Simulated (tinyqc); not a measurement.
From a target to a composition: model-solid line-up of a strained alloy layer on a substrate.

Problem. A layer of the alloy is strained to the substrate, and its gap (Ec minus the top valence edge) is given. Find x between 0.09 and 0.98, where the gap is monotonic.

All values of the alloy are linear in x but the gap, Eg(x) = (1 - x) Eg_A + x Eg_B - C x (1 - x), and the valence edge, Ev(x) = (1 - x) Ev_A + x Ev_B + fv C x (1 - x); Ec = Ev + Eg. Ev is the top of the unstrained valence band on a scale common to all materials. In the layer only the Gamma valley of the conduction band is followed, also where an X or L valley would lie lower.

Coherent growth on a (001) face: e_par = (a_s - a)/a, e_perp = -2 (C12/C11) e_par; exx = eyy = e_par, ezz = e_perp, no shear.

Strained edges: Ec + ac tr(e); the valence edges are Ev plus the levels of the 6 x 6 matrix of X, Y, Z times spin with -Dso/3 + l exx + m (eyy + ezz) on the diagonal (cyclic), n exy off it, l = av + 2 b, m = av - b, n = sqrt(3) d. Spin-orbit term (Dso/3) L.sigma on X, Y, Z with (L_k)_ij = -i epsilon_kij: <X+|H|Y+> = -i Dso/3, <X+|H|Z-> = Dso/3, <Y+|H|Z-> = -i Dso/3, <Z+|H|X-> = -Dso/3, <Z+|H|Y-> = i Dso/3, <X-|H|Y-> = i Dso/3, and their conjugates; + and - are the spin along z.

Inputs chosen for the exercise (A near AlAs, B near InAs, substrate near InP; the results hold for these values, not for the real material):
- a = (5.666, 6.059) angstrom (lattice constant of A, B)
- Eg = (3.12, 0.421) eV (gap at Gamma to the s-like level of A, B)
- Dso = (0.278, 0.385) eV (spin-orbit splitting of A, B)
- Ev = (-1.33, -0.59) eV (top of the unstrained valence band of A, B)
- ac = (-5.67, -5.08) eV (conduction deformation potential of A, B)
- av = (2.45, 1.01) eV (valence hydrostatic potential of A, B)
- b = (-2.29, -1.81) eV (tetragonal shear potential of A, B)
- d = (-3.43, -3.57) eV (trigonal shear potential of A, B)
- C11 = (124.7, 82.9) GPa (of A, B)
- C12 = (52.9, 45.7) GPa (of A, B)
- C44 = (54.7, 39.3) GPa (of A, B)
- C = 0.589 eV (bowing of the gap)
- fv = 0 (share of the bowing taken by the valence edge)
- a_s = 5.872 angstrom (substrate)
- face = 001 (growth face)

strained gap = 1.000961 eV

Find: x; e_par; gap of the relaxed alloy.

Solution. Bisect on x; the strained gap is 2.3680 eV at x = 0.09 and 0.5148 eV at x = 0.98.

x = 0.760
e_par = -1.554 %
gap of the relaxed alloy = 0.961 eV

(tinyqc, `OMP_NUM_THREADS=1 python tinyqc.py 1081484 1081485 out.jsonl`, Intel(R) Xeon(R) Processor @ 2.30GHz, 1 thread, shared host, about 0.01 s.)
